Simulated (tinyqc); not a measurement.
From FWHM from the second moment back to temperature T: configuration-coordinate model of a defect: Huang-Rhys factor and luminescence line shape. Computed by tinyqc, a small Python program. Command: `OMP_NUM_THREADS=1 python tinyqc.py 3029392 3029393 out.jsonl ccline inv`. One thread of a shared host (Intel(R) Xeon(R) Processor @ 2.30GHz), about 0.09 s of CPU time with the checks.

Ground state E_g(Q) = (1/2) omega_g^2 Q^2; excited state E_e(Q) = E_0 + (1/2) omega_e^2 (Q - dQ)^2 with E_0 = E_ZPL - (hbar omega_e - hbar omega_g)/2. Q is mass-weighted; the dipole does not depend on Q (Condon approximation).

Inputs (values chosen for the exercise, for a model defect):
```
quantity                           value              unit
zero-phonon energy E_ZPL            1.49                eV
displacement dQ                    0.728  u^(1/2) angstrom
ground-state phonon hbar omega_g    50.7               meV
excited-state phonon hbar omega_e   39.3               meV
```

Modes: different frequencies.

Constants: hbar^2/u = 4.18015928e-03 eV angstrom^2; k_B = 8.617333262e-05 eV/K.

Method:
- S = hbar omega dQ^2/(2 hbar^2/u) for each state; relaxation energy S hbar omega; absorption at E_0 + S_e hbar omega_e, emission at E_0 - S_g hbar omega_g; the Stokes shift is their difference.
- Overlaps <m_e|n_g> of harmonic-oscillator functions (Hermite recursion, positive leading coefficients) by a sum over an even grid (700 points from x = -9 to 9 + d for the small table, 1500 points from -16 to 16 + d for the thermal sums), with x = Q sqrt(omega_g/hbar), d = sqrt(2 S_g) and frequency ratio omega_e/omega_g.
- Initial levels m = 0..24 carry Boltzmann weights exp(-m hbar omega_e/k_B T), normalised; final levels n = 0..79; a line lies at E_ZPL + m hbar omega_e - n hbar omega_g with weight w_m <m|n>^2. Moments are taken over these weights without the E^3 factor; FWHM = 2 sqrt(2 ln 2) x standard deviation; the zero-phonon weight is w_0 <0|0>^2, since the other m -> m lines are offset by m (hbar omega_e - hbar omega_g).

Problem. A run gave the result below. Find the temperature T, known to lie between 350 and 630 K.

FWHM from the second moment = 0.3546977 eV

Solution.

Each step takes the trial c = (a f_b - b f_a)/(f_b - f_a), f being the result less the target and a, b, c the logarithms of the listed values; c replaces end b, the old b replaces a if the sign of f changed, and otherwise f_a is halved.

Scan of the range:
```
temperature T (K)  FWHM from the second moment (eV)
350                                        0.323481
386                                        0.336302
426                                        0.350333
470                                        0.365453
518                                        0.381546
571                                        0.398823
630                                        0.417467
```

False position (Illinois rule, in the logarithm of the input) inside the bracket:
```
step    end a    end b    trial  FWHM from the second moment (eV)
1     426.000  470.000  438.261                          0.354581
2     470.000  438.261  438.591                          0.354695
3     470.000  438.591  438.608                          0.354701
4     438.591  438.608  438.600                          0.354698
```

FWHM from the second moment rises at every point of a 13-point scan of the range (every second point is shown), so one value fits; it is bracketed by 426 and 470. Answer: temperature T = 438.6 K.
